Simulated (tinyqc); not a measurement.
Peierls distortion of a half-filled chain: sweeps and comparisons. A value that a table varies takes the place of the one given here.

Atoms move by +/- u, so bonds change by -/+ 2u and hoppings are t +/- 2 al u. Bands E = -/+ sqrt((2 t cos x)^2 + D^2 sin^2 x) with D = 4 al u, x = k a in (0, pi/2); the gap is 2D. Energy per atom at zero temperature: E(u) = -mean_x sqrt(...) + 2 K u^2; exactly, the mean is (4t/pi) E(1 - z^2), z = D/2t, E the complete elliptic integral of the second kind with parameter m. Coupling lambda = 2 al^2/(pi t K).

Constants: kB = 8.617333262e-05 eV/K.

Parameters, chosen for this exercise: t = 2.42 eV (hopping of the even chain); al = 6.1 eV/angstrom (change of hopping with bond length); K = 30.2 eV/angstrom^2 (spring constant of a bond).

## Energy against distortion

Exact means; both parts are counted from u = 0.

Energies per atom:
```
u (angstrom)  gap (eV)  electrons (meV)  springs (meV)  total (meV)
0.0070           0.342            -8.12           2.96        -5.16
0.0175           0.854           -39.84          18.50       -21.34
0.0350           1.708          -126.88          73.99       -52.89
0.0525           2.562          -243.93         166.48       -77.45
0.0701           3.421          -383.71         296.81       -86.91
0.0876           4.275          -539.60         463.50       -76.11
0.1051           5.129          -708.93         667.18       -41.75
0.1226           5.983          -889.22         907.86        18.64
0.1541           7.520         -1235.75        1434.31       198.56
```

The ratio of electronic gain to elastic cost is 2.74 in the first row and 0.86 in the last: the gain goes as u^2 ln(1/u), so it wins at small u for any K. The total is lowest at u = 0.0701 angstrom and turns positive between 0.1051 and 0.1226.

## A coarse mesh hides or distorts the instability

u0 from the gap equation K = 4 al^2 mean(sin^2 x/|E|) on the mesh x_j = (j + 1/2) pi/(2N); 0 where it has no root.

Results:
```
N     u0 (angstrom)  gap (eV)  smallest |E| at u = 0 (eV)
1            0.0000     0.000                       3.422
2            0.0595     2.902                       1.852
3            0.0686     3.346                       1.253
4            0.0698     3.405                       0.944
6            0.0700     3.418                       0.632
8            0.0701     3.419                       0.474
12           0.0701     3.419                       0.317
20           0.0701     3.419                       0.190
40           0.0701     3.419                       0.095
4000         0.0701     3.419                       0.001
```

For N = 1 no distortion is found: the mesh leaves its own gap at u = 0, which cuts off the logarithm. u0 is within 1 % of the last row from N = 4 on; the mesh must resolve D = 1.709 eV, and the coherence length xi/a = 2t/D is 2.8.

## Closing of the gap with temperature

The gap equation gains the factor tanh(|E|/2kT); 4000 points; Tp is where its root reaches zero.

Results:
```
T/Tp  T (K)  u (angstrom)   u/u0
0.20   2065        0.0701  1.000
0.40   4130        0.0692  0.988
0.60   6194        0.0642  0.916
0.70   7227        0.0589  0.841
0.80   8259        0.0508  0.724
0.90   9291        0.0377  0.538
0.95   9808        0.0273  0.390
0.99  10221        0.0124  0.177
```

Tp = 1.032e+04 K

D(0)/(kB Tp) = 1.921, against 1.764 at weak coupling. u/u0 is 0.916 at 0.6 Tp and 0.538 at 0.9 Tp, and near Tp it goes as sqrt(1 - T/Tp): 2.20 between the last two rows against sqrt(5) = 2.24. In a single chain fluctuations forbid this transition; coupling between chains sets the real one, far lower.

## What moves the distortion

Exact means. Each row changes one parameter from the base and keeps the others.

Results:
```
case                     lambda  u0 (angstrom)  gap (eV)  E(u0) - E(0) (meV)
base                     0.3241         0.0701     3.419              -86.91
t = 2.541 eV             0.3087         0.0672     3.279              -77.02
al = 6.405 eV/angstrom   0.3574         0.0793     4.065             -119.80
K = 31.71 eV/angstrom^2  0.3087         0.0640     3.123              -73.35
```

The largest shifts from the base row, up to three for each result and ties (the steps differ in size, so this ranks the rows, not the parameters). lambda: al +0.0332, K -0.0154, t -0.0154. u0 (angstrom): al +0.0093, K -0.0061, t -0.0029. gap (eV): al +0.646, K -0.296, t -0.139. E(u0) - E(0) (meV): al -32.89, K +13.55, t +9.89.

(tinyqc, `OMP_NUM_THREADS=1 python tinyqc.py 1651054 1651055 out.jsonl`, Intel(R) Xeon(R) Processor @ 2.30GHz, 1 thread, shared host, about 0.07 s.)
